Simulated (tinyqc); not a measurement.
# Reverse leakage of an n+-p junction: diffusion, generation, trap-assisted and band-to-band tunnelling: what changes with what

One-sided abrupt junction in the depletion approximation, x from the junction (0) to W on the p side, field F = F0 (1 - x/W). Flat quasi-Fermi levels, long p side. Traps generate through SRH with both lifetimes shortened by 1 + Gamma (Hurkx enhancement, form for moderate fields); band-to-band generation is local and needs a total bending above Eg.

Parameters, values chosen for the exercise; band and dielectric values close to those of silicon: temperature T = 250 K; band gap Eg = 1.14 eV; relative permittivity eps_r = 11.9; conduction-band density of states at T Nc = 2.15e19 cm^-3; valence-band density of states at T Nv = 2.02e19 cm^-3; acceptor density of the lighter side Na = 2.8e16 cm^-3; donor density of the heavier side Nd = 1e20 cm^-3; SRH lifetime of both carriers at zero field tau = 2e-8 s; trap level above the intrinsic level Et = -0.12 eV; tunnelling mass mt = 0.23 m0; electron diffusion coefficient on the lighter side Dn = 25 cm^2/s; band-to-band prefactor Ab = 7.7e14 cm^-0.5 V^-2.5 s^-1; band-to-band field constant Bb = 1.89e7 V/cm; reverse bias VR = 1.2 V.

Constants: q = 1.602176634e-19 C, kB = 1.380649e-23 J/K, hbar = 1.054571817e-34 J s, m0 = 9.1093837015e-31 kg, Vt = kB T/q, eps0 = 8.8541878128e-14 F/cm where lengths are in cm. Results are converted to the units shown.

Each table varies one quantity; the others keep the values above.

## Leakage components against the trap level above the intrinsic level

ni = sqrt(Nc Nv) exp(-Eg/(2 Vt)), Eg in volts; Vbi = Vt ln(Na Nd/ni^2); W = sqrt(2 eps0 eps_r (Vbi + VR)/(q Na)); F0 = 2 (Vbi + VR)/W; FG = sqrt(24 mt m0 (kB T)^3)/(q hbar); J_diff = q ni^2 sqrt(Dn/tau)(1 - exp(-VR/Vt))/Na. u = (Vbi + VR)(1 - x/W)^2, p = Na exp(-u/Vt), n = Nd exp((u - Vbi - VR)/Vt); G0 = ni^2 (1 - exp(-VR/Vt))/(tau (n + p + 2 ni cosh(Et/Vt))); Gamma = 2 sqrt(3 pi)(F/FG) exp((F/FG)^2); trap-assisted part G0 Gamma; G_bb = Ab F^2.5 exp(-Bb/F) with F in V/cm, zero unless Vbi + VR > Eg, and counted as zero under 1 cm^-3 s^-1. Currents are q times the integrals over 0 to W; J_bb under 1e-8 of J is printed as 0; rows with F0/FG above 2.2, beyond the range of this Gamma, are left out.

The same in every row: F0 (kV/cm) = 138; F0/FG = 0.512; J_diff (A/cm^2) = 9.17e-16; J_bb (A/cm^2) = 0.

Result of one run:

| Et (eV) | J_SRH (A/cm^2) | J_TAT (A/cm^2) | J (A/cm^2) | largest part |
|---|---|---|---|---|
| 0 | 3.74e-9 | 8.55e-9 | 1.23e-8 | trap-assisted tunnelling |

What becomes of these results when the trap level above the intrinsic level Et is changed from 0 to 0.1 eV, all else the same?

Result of the changed run:

| Et (eV) | J_SRH (A/cm^2) | J_TAT (A/cm^2) | J (A/cm^2) | largest part |
|---|---|---|---|---|
| 0.1 | 8.37e-11 | 1.88e-10 | 2.71e-10 | trap-assisted tunnelling |

The whole series:

| Et (eV) | J_SRH (A/cm^2) | J_TAT (A/cm^2) | J (A/cm^2) | largest part |
|---|---|---|---|---|
| -0.3 | 1.09e-14 | 2.24e-14 | 3.42e-14 | trap-assisted tunnelling |
| -0.2 | 9.52e-13 | 2.07e-12 | 3.02e-12 | trap-assisted tunnelling |
| -0.1 | 8.37e-11 | 1.88e-10 | 2.71e-10 | trap-assisted tunnelling |
| 0 | 3.74e-9 | 8.55e-9 | 1.23e-8 | trap-assisted tunnelling |
| 0.1 | 8.37e-11 | 1.88e-10 | 2.71e-10 | trap-assisted tunnelling |
| 0.2 | 9.52e-13 | 2.07e-12 | 3.02e-12 | trap-assisted tunnelling |
| 0.3 | 1.09e-14 | 2.24e-14 | 3.42e-14 | trap-assisted tunnelling |

J goes from 3.42e-14 through a maximum of 1.23e-8 (at Et = 0 among the rows listed) to 3.42e-14 A/cm^2. Trap-assisted tunnelling leads at Et = -0.3 and in all other rows.

## Leakage components against the SRH lifetime of both carriers at zero field

Same model as above.

The same in every row: F0 (kV/cm) = 138; F0/FG = 0.512; J_bb (A/cm^2) = 0.

Leakage components against the SRH lifetime of both carriers at zero field:

| tau (s) | J_diff (A/cm^2) | J_SRH (A/cm^2) | J_TAT (A/cm^2) | J (A/cm^2) | largest part |
|---|---|---|---|---|---|
| 1e-10 | 1.30e-14 | 6.84e-9 | 1.53e-8 | 2.21e-8 | trap-assisted tunnelling |
| 1e-9 | 4.10e-15 | 6.84e-10 | 1.53e-9 | 2.21e-9 | trap-assisted tunnelling |
| 1e-8 | 1.30e-15 | 6.84e-11 | 1.53e-10 | 2.21e-10 | trap-assisted tunnelling |
| 1e-7 | 4.10e-16 | 6.84e-12 | 1.53e-11 | 2.21e-11 | trap-assisted tunnelling |
| 1e-6 | 1.30e-16 | 6.84e-13 | 1.53e-12 | 2.21e-12 | trap-assisted tunnelling |
| 1e-5 | 4.10e-17 | 6.84e-14 | 1.53e-13 | 2.21e-13 | trap-assisted tunnelling |
| 0.0001 | 1.30e-17 | 6.84e-15 | 1.53e-14 | 2.21e-14 | trap-assisted tunnelling |

J falls from 2.21e-8 to 2.21e-14 A/cm^2. Trap-assisted tunnelling leads at tau = 1e-10 and in all other rows. J_SRH and J_TAT go as 1/tau and J_diff as tau^(-1/2); J_bb does not depend on it.

Range of the model: The n+ side is degenerate, so Vbi from Boltzmann statistics is only a guide.

Program tinyqc, `OMP_NUM_THREADS=1 python tinyqc.py 2290145 2290146 out.jsonl`; Intel Xeon 2.30GHz, shared host, one thread, about 0.01 s.
